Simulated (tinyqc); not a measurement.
Mesh against width: smearing for a one-band metal on the bcc lattice.

Lattice vectors (units of a): a1 = (-1/2, 1/2, 1/2), a2 = (1/2, -1/2, 1/2), a3 = (1/2, 1/2, -1/2). E(k) = -t A_1(k) - t2 A_2(k), A_m the sum of cos(k . R) over the 8 nearest and 6 second lattice vectors. Mesh k = sum (j_i/N) b_i, j_i = 0 .. N-1.

With x = (E_k - mu)/sigma: Gaussian f = erfc(x)/2, s = exp(-x^2)/(2 sqrt(pi)); Methfessel-Paxton (first order) f = erfc(x)/2 - x exp(-x^2)/(2 sqrt(pi)), s = (1 - 2 x^2) exp(-x^2)/(4 sqrt(pi)). With weights w = points/N^d (d the dimension), mu solves 2 sum w f = ne; E = 2 sum w f E_k, S = 2 sum w s, F = E - sigma S.

Inputs chosen for the exercise:

| symbol | value | unit | meaning |
|---|---|---|---|
| t | 0.39 | eV | nearest hopping |
| t2 | 0.02 | eV | second hopping |
| ne | 0.65 |  | electrons per cell |

Gaussian smearing, (E + F)/2. The reference is F of first-order Methfessel-Paxton smearing with sigma = 0.05 t on the mesh N = 40; it moves by 0.11 meV on the mesh N = 50; in three dimensions such meshes can agree by chance and the reference may be off by about 1 meV, so smaller errors are not resolved.

Errors (meV per cell):

| N | sigma = 0.05 t | sigma = 0.15 t | sigma = 0.4 t |
|---|---|---|---|
| 4 | 71.19 | 70.77 | 63.32 |
| 6 | 12.14 | 11.27 | 8.61 |
| 8 | -2.89 | -3.24 | -2.82 |
| 12 | -3.17 | -3.22 | -2.91 |
| 16 | -0.91 | -1.00 | -1.11 |
| 24 | 0.08 | 0.09 | 0.03 |

reference = -0.77845 eV

What can be read from this table?

First N from which the value stays within 2 meV of its last entry (which need not be the best one): 16 for sigma = 0.05 t, 16 for sigma = 0.15 t, 16 for sigma = 0.4 t. At the last mesh the errors are +0.08, +0.09 and +0.03 meV. By this 2 meV bar the wider smearing does not converge sooner. The smallest error belongs to 0.05 t on 1, 0.15 t on 0, 0.4 t on 5 of the 6 meshes.

Run: tinyqc, `OMP_NUM_THREADS=1 python tinyqc.py 1652765 1652766 out.jsonl`; Intel(R) Xeon(R) Processor @ 2.30GHz, one thread, shared host; about 0.2 s of CPU time with all checks.
